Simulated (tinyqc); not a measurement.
## Long-channel MOSFET, surface-potential model: effect of the source-body reverse bias

n-channel transistor on a uniformly doped p-type body, gradual-channel approximation, constant mobility, Boltzmann statistics, full ionisation. Potentials are counted from the neutral body; V is the electron quasi-Fermi potential, Vsb at the source and Vsb + Vds at the drain. Charges are magnitudes per area.

ni = sqrt(Nc Nv) exp(-Eg/(2 Vt)), Eg in volts; phiF = Vt ln(Na/ni); Cox = eps0 eox/tox; gamma = sqrt(2 q eps0 eps_r Na)/Cox. The surface potential psi at channel potential V solves Vgs + Vsb - Vfb - psi = gamma sqrt(G), G = psi - Vt + Vt exp((psi - 2 phiF - V)/Vt). Charge sheet: Qi = Cox gamma [sqrt(G) - sqrt(psi - Vt)]; I = mu (W/L) [integral of Qi dpsi from psi_0 to psi_L (drift) + Vt (Qi0 - QiL) (diffusion)], with psi_0 at V = Vsb and psi_L at V = Vsb + Vds. VT = Vfb + 2 phiF + gamma sqrt(2 phiF + Vsb), m = 1 + gamma/(2 sqrt(2 phiF + Vsb)). The swing is 20 mV/log10[I(VT - 0.14 V)/I(VT - 0.16 V)] of the charge-sheet current at the given Vds.

Inputs (values chosen for the exercise); material values close to those of silicon: temperature T = 350 K; band gap Eg = 1.11 eV; relative permittivity of the semiconductor eps_r = 11.6; conduction-band density of states at T Nc = 3.48e19 cm^-3; valence-band density of states at T Nv = 3.36e19 cm^-3; acceptor density of the body Na = 1.9e18 cm^-3; relative permittivity of the gate insulator eox = 7.41; insulator thickness tox = 7.2 nm; flat-band voltage Vfb = -0.42 V; channel mobility mu = 630 cm^2/(V s); gate width W = 2 um; gate length L = 5 um; gate-source voltage Vgs = 1.78 V; drain-source voltage Vds = 1.2 V.

Constants: q = 1.602176634e-19 C, kB = 1.380649e-23 J/K, Vt = kB T/q, eps0 = 8.8541878128e-14 F/cm where lengths are in cm. Results are converted to the units shown.

The same in every row: gamma (V^0.5) = 0.8678.

Results:

| Vsb (V) | VT (V) | m | swing (mV/decade) | I at Vgs, Vds (uA) |
|---|---|---|---|---|
| 0 | 1.355 | 1.449 | 105.6 | 9.129 |
| 0.25 | 1.461 | 1.398 | 100.8 | 4.974 |
| 0.75 | 1.642 | 1.334 | 94.95 | 0.8870 |
| 1 | 1.723 | 1.312 | 93.03 | 0.2381 |
| 1.25 | 1.799 | 1.293 | 91.48 | 0.04450 |
| 1.5 | 1.870 | 1.278 | 90.19 | 0.007083 |

Estimate the missing row, Vsb = 0.5 V.

Computed row:

| Vsb (V) | VT (V) | m | swing (mV/decade) | I at Vgs, Vds (uA) |
|---|---|---|---|---|
| 0.5 | 1.555 | 1.362 | 97.43 | 2.351 |

With this row back in the table: As Vsb goes from 0 to 1.5 V, VT rises from 1.36 to 1.87 V, the swing falls from 106 to 90.2 mV a decade and the current falls from 9.13 to 0.00708 uA. The swing is 5.0 % above m Vt ln 10 in the first row and 1.6 % above it in the last. The gate voltage is below VT in 2 of the 7 rows. For Vsb = 0 to 0.75 V the surface electron density at the source passes 0.3 Nc, where degeneracy and quantisation, left out here, matter.

Numbers from tinyqc (`OMP_NUM_THREADS=1 python tinyqc.py 2360098 2360099 out.jsonl`; about 0.03 s on one thread of a shared Intel Xeon 2.30GHz).
